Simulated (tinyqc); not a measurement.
Schottky diode by thermionic emission with image-force lowering and series resistance: one step of the calculation.

Metal on an n-type semiconductor with one parabolic valley; V > 0 is forward bias (metal positive). I = I0 [exp(Vj/(n Vt)) - 1] with Vj = V - I Rs; I0 = S A* T^2 exp(-(phi - dphi)/Vt), the lowering dphi taken at zero bias.

Task. Junction voltage. Newton step for g(Vj) = Vj + Rs I0 [exp(Vj/(n Vt)) - 1] - V = 0: Vj(new) = Vj - g/g', g' = 1 + Rs I0 exp(Vj/(n Vt))/(n Vt).

Values chosen for this exercise; band and dielectric values those of a made-up semiconductor:
- T = 300 K (temperature)
- n = 1.14 (ideality factor)
- Rs = 28 ohm (series resistance)
- V = 0.59 V (applied bias)

Constants: q = 1.602176634e-19 C, kB = 1.380649e-23 J/K, Vt = kB T/q. Results are converted to the units shown.

I0 = 4.2382411e-6 A
Vj after iteration 1 = 0.56052874 V

Wanted: Vj after iteration 2.

Result.

Vj after iteration 2 = 0.5311 V

tinyqc, about 0.01 s, one thread, Intel Xeon 2.30GHz (shared host): `OMP_NUM_THREADS=1 python tinyqc.py 2640059 2640060 out.jsonl`
